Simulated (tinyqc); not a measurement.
## Depletion-mode phase shifter in a rib waveguide and its Mach-Zehnder modulator: effect of the donor density

A lateral p-n junction at x0 in a waveguide whose mode intensity is a Gaussian of rms width s about x = 0; p side at smaller x. Reverse bias removes carriers and raises the index. Abrupt junction, doping uniform over the whole mode, lumped electrode (no travelling-wave effects).

Free-carrier changes (empirical, N and P in cm^-3): |dn| = 8.5e-18 P^0.8 for holes, 8.8e-22 N for electrons; absorption 6e-18 P and 8.5e-18 N in 1/cm. W = sqrt(2 eps0 eps_r (Vb + V)(1/Na + 1/Nd)/q); edges xp = x0 - W Nd/(Na + Nd), xn = x0 + W Na/(Na + Nd); F(x) = [1 + erf(x/(sqrt(2) s))]/2. dneff = G {dn_h [F(xp(0)) - F(xp(V))] + dn_e [F(xn(V)) - F(xn(0))]}; VpiL = lam V/(2 dneff); loss = a0 + 4.343 G {a_h F(xp) + a_e [1 - F(xn)]} dB/cm at V; C = eps0 eps_r hr/W + Cf; fRC = 1/(2 pi Rs C).

Parameters, values chosen for the exercise; values close to those of silicon near 1550 nm: wavelength lam = 1565 nm; relative permittivity of the semiconductor eps_r = 11.7; acceptor density Na = 4e17 cm^-3; built-in voltage Vb = 0.95 V; rms width of the lateral mode intensity s = 130 nm; junction offset towards the n side x0 = 0 nm; vertical confinement times ng/n G = 0.97; rib height hr = 220 nm; fringe capacitance Cf = 41 pF/m; series resistance Rs = 6.9 ohm mm; reverse bias V = 1.5 V; passive loss a0 = 1.5 dB/cm.

Constants: q = 1.602176634e-19 C, eps0 = 8.8541878128e-14 F/cm where lengths are in cm. Results are converted to the units shown.

Results:
```
Nd (cm^-3)     dneff  VpiL (V cm)  loss (dB/cm)  VpiL x loss (V dB)  C (pF/m)  fRC (GHz)
5e16        3.759e-5        3.122         5.704               17.81     126.4      182.5
9.4e16      5.244e-5        2.238         5.711               12.78     152.7      151.0
3.3e17      8.555e-5        1.372         8.171               11.21     213.2      108.2
6.1e17      9.875e-5        1.189         12.45               14.80     240.0      96.10
1.1e18      1.080e-4        1.087         20.69               22.49     260.3      88.61
2.1e18      1.145e-4        1.025         38.20               39.16     275.7      83.66
4e18        1.183e-4       0.9920         71.99               71.41     285.2      80.89
```

Estimate the missing row, Nd = 1.7e17 cm^-3.

Computed row:
```
Nd (cm^-3)     dneff  VpiL (V cm)  loss (dB/cm)  VpiL x loss (V dB)  C (pF/m)  fRC (GHz)
1.7e17      6.830e-5        1.719         6.235               10.72     180.9      127.5
```

With this row back in the table: As Nd goes from 5e16 to 4e18 cm^-3, VpiL falls from 3.12 to 0.992 V cm, the loss rises from 5.70 to 72.0 dB/cm, their product goes from 17.8 through a minimum of 10.7 (at Nd = 1.7e17 cm^-3 among the rows listed) to 71.4 V dB and fRC falls from 183 to 80.9 GHz. Rs is held fixed, though in a real device it falls with doping.

Program tinyqc, `OMP_NUM_THREADS=1 python tinyqc.py 2650046 2650047 out.jsonl`; Intel Xeon 2.30GHz, shared host, one thread, about 0.01 s.
